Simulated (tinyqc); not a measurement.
Physical sputtering: collision-cascade yield, angular dependence, faceting and resputtering in deposition: one step, computed by the program tinyqc.

Ions start collision cascades; atoms that reach the surface with more than U leave. The target is amorphous or fine-grained.

Problem. Yield at normal incidence. gamma = 4 M1 M2/(M1 + M2)^2; threshold E_th = 6.7 U/gamma for M1 >= M2, else U (1 + 5.7 M1/M2)/gamma. eps = 0.03255 M2 E/(Z1 Z2 (M1 + M2) z), z = (Z1^(2/3) + Z2^(2/3))^(1/2), E in eV; s_n = 3.441 sqrt(eps) ln(eps + 2.718)/(1 + 6.355 sqrt(eps) + eps (6.882 sqrt(eps) - 1.708)); S_n = 84.78 Z1 Z2 M1 s_n/((M1 + M2) z) in eV angstrom^2; alpha = 0.249 (M2/M1)^0.56 + 0.0035 (M2/M1)^1.5 for M1 <= M2, else 0.0875 (M2/M1)^(-0.15) + 0.165 M2/M1; Y0 = 0.042 Q alpha S_n/U [1 - sqrt(E_th/E)]^2.5 (the electronic-loss factor of the full formula is dropped). Erosion rate = Y0 J/(e N); 1 cm^2 = 1e14 nm^2.

Inputs (values chosen for the exercise, modelled on argon ions on tungsten):
```
quantity                  value     unit
ion Z1                       18        -
ion mass M1               39.95        u
target Z2                    74        -
target mass M2            183.8        u
surface binding energy U    8.9       eV
target density N           63.2   1/nm^3
fit factor Q                0.7        -
ion energy E               2700       eV
current density J          0.91  mA/cm^2
```

Constants: e = 1.602176634e-19 C.

Give: energy transfer factor gamma; threshold E_th; reduced energy eps; nuclear stopping S_n; alpha; yield Y0; erosion rate.

Solution.

energy transfer factor gamma = 0.5867

threshold E_th = 33.97 eV

reduced energy eps = 0.01095

nuclear stopping S_n = 890.3 eV angstrom^2

alpha = 0.6198

yield Y0 = 1.354 atoms per ion

erosion rate = 73.01 nm/min

The threshold factor is 0.743; the energy cost is 1990 eV per removed atom, 224 times U.
